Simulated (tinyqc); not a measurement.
Inside a calculation. Model: double-gate transistor below threshold, two-dimensional Poisson equation on a small mesh.

Program tinyqc, `OMP_NUM_THREADS=1 python tinyqc.py 2480046 2480047 out.jsonl`; Intel Xeon 2.30GHz, shared host, one thread, about 0.09 s. Printed values are rounded.

Half of a symmetric double-gate structure: row 0 is the mid-plane of the body, where the normal field vanishes. Mobile charge is neglected (subthreshold), the body is fully depleted, and potentials are counted from the intrinsic level; rows run upward to the gate, columns from source to drain.

Values chosen for this exercise; semiconductor permittivity made up:
- T = 273 K (temperature)
- eps_r = 12.8 (relative permittivity of the semiconductor)
- eox = 7.5 (relative permittivity of the insulator)
- tb = 8 nm (half the body thickness)
- tox = 3.1 nm (insulator thickness)
- L = 44 nm (channel length)
- Na = 7.3e17 cm^-3 (acceptor density of the depleted body)
- Vbi = 0.46 V (potential of the source)
- Vfb = -0.1 V (gate offset)
- Vg = 0 V (gate voltage)
- Vd = 0.05 V (drain voltage)

Constants: q = 1.602176634e-19 C, kB = 1.380649e-23 J/K, Vt = kB T/q, eps0 = 8.8541878128e-14 F/cm where lengths are in cm. Results are converted to the units shown.

## Coefficients of the five-point equations

Mesh: rows i = 0..2 in the semiconductor (step hs = tb/2, row 2 on the interface), then 1 step(s) ho = tox/1 up to the gate row 3; columns j = 0..5 (step hy = L/5). Box integration, divided by eps0: up_i = eps hy/h of the interval above row i, dn_i = that of the interval below (0 for row 0), lat_i = (sum of eps h/2 over the intervals above and below)/hy, s_i = -q Na w_i hy/eps0 with w_i the semiconductor height of the box (hs/2 for row 0 and the interface row, hs between, 0 in the insulator). Each free node obeys (up + dn + 2 lat) psi = up psi(above) + dn psi(below) + lat [psi(left) + psi(right)] + s.

```
row       up     dn      lat      s (V)
0      28.16      0  2.90909  -0.232486
1      28.16  28.16  5.81818  -0.464972
2    21.2903  28.16  4.23011  -0.232486
```

## Iteration 1: over-relaxation sweep (omega = 1.34)

psi at the start (fixed values on the edges, free nodes at the gate value) (V):
```
            j=0       j=1       j=2       j=3       j=4       j=5
row 0  0.460000  0.100000  0.100000  0.100000  0.100000  0.510000
row 1  0.460000  0.100000  0.100000  0.100000  0.100000  0.510000
row 2  0.460000  0.100000  0.100000  0.100000  0.100000  0.510000
row 3  0.100000  0.100000  0.100000  0.100000  0.100000  0.100000
```

Free nodes: rows 0..2, columns 1..4, taken row by row from row 0, left to right. t = (up psi(above) + dn psi(below) + lat [psi(left) + psi(right)] + s)/(up + dn + 2 lat), with the newest neighbours; psi(new) = psi + 1.34 (t - psi).

psi after iteration 1 (V):
```
            j=0       j=1       j=2       j=3       j=4       j=5
row 0  0.460000  0.132133  0.094518  0.090202  0.136745  0.510000
row 1  0.460000  0.149975  0.093521  0.084648  0.156511  0.510000
row 2  0.460000  0.162421  0.096509  0.084275  0.170035  0.510000
row 3  0.100000  0.100000  0.100000  0.100000  0.100000  0.100000
```

## Iteration 2: over-relaxation sweep (omega = 1.34)

As before.

psi after iteration 2 (V):
```
            j=0       j=1       j=2       j=3       j=4       j=5
row 0  0.460000  0.176079  0.093104  0.080538  0.185902  0.510000
row 1  0.460000  0.191303  0.095980  0.082535  0.203239  0.510000
row 2  0.460000  0.167786  0.098284  0.095274  0.177748  0.510000
row 3  0.100000  0.100000  0.100000  0.100000  0.100000  0.100000
```

## Course of the iteration: over-relaxation sweep (omega = 1.34)

Stop when the largest change of psi is below 1e-7 V, or after 400 iterations. Fixed values: gate row Vg - Vfb; column 0 at Vbi and the last column at Vbi + Vd in the semiconductor, each running linearly to Vg - Vfb across the insulator.

Course of the iteration:
```
iteration  psi at row 0, j = 2 (V)  largest |change| of one entry (V)
1                        0.0945179                             0.0700
2                        0.0931041                             0.0492
3                        0.0987399                             0.0360
4                         0.101505                             0.0205
5                         0.106927                            7.00e-3
6                         0.110558                            3.63e-3
7                         0.112674                            2.12e-3
8                         0.113297                            1.08e-3
9                         0.113586                            4.16e-4
10                        0.113693                            1.10e-4
11                        0.113743                            5.03e-5
12                        0.113758                            1.53e-5
13                        0.113765                            7.23e-6
14                        0.113768                            3.56e-6
15                        0.113770                            1.39e-6
16                        0.113770                            5.22e-7
17                        0.113771                            1.93e-7
18                        0.113771                            8.20e-8
```

Converged in 18 iterations. The changes do not fall evenly; from iteration 13 to 18 they shrink by a factor of 2.4 a step on average.

## Barrier, swing and barrier lowering

converged psi (V):
```
            j=0       j=1       j=2       j=3       j=4       j=5
row 0  0.460000  0.206913  0.113771  0.118655  0.226548  0.510000
row 1  0.460000  0.198645  0.111900  0.116269  0.216668  0.510000
row 2  0.460000  0.170813  0.107716  0.110555  0.183437  0.510000
row 3  0.100000  0.100000  0.100000  0.100000  0.100000  0.100000
```

d psi/dVg on row 0: j=0 0.000000, j=1 0.572678, j=2 0.793810, j=3 0.793810, j=4 0.572678, j=5 0.000000
d psi/dVd on row 0: j=0 0.00000, j=1 0.01731, j=2 0.05425, j=3 0.15194, j=4 0.41002, j=5 1.00000

The barrier is read along row 0, the path farthest from the gate. Take the node j of lowest psi: barrier Vbi - psi_j; swing Vt ln 10/(d psi_j/dVg); DIBL = (d psi_j/dVd)/(d psi_j/dVg). The derivatives solve the same equations with s = 0 and a unit change of that voltage.

j = 2
barrier = 0.346229 V
swing = 68.2393 mV/decade
DIBL = 68.3449 mV/V

A mesh of 12, 8 and 80 steps (semiconductor, insulator, channel) gives a barrier of 0.365 V, a swing of 64.5 mV a decade and a DIBL of 89.6 mV/V; the small mesh puts the barrier 5.1 % below that.
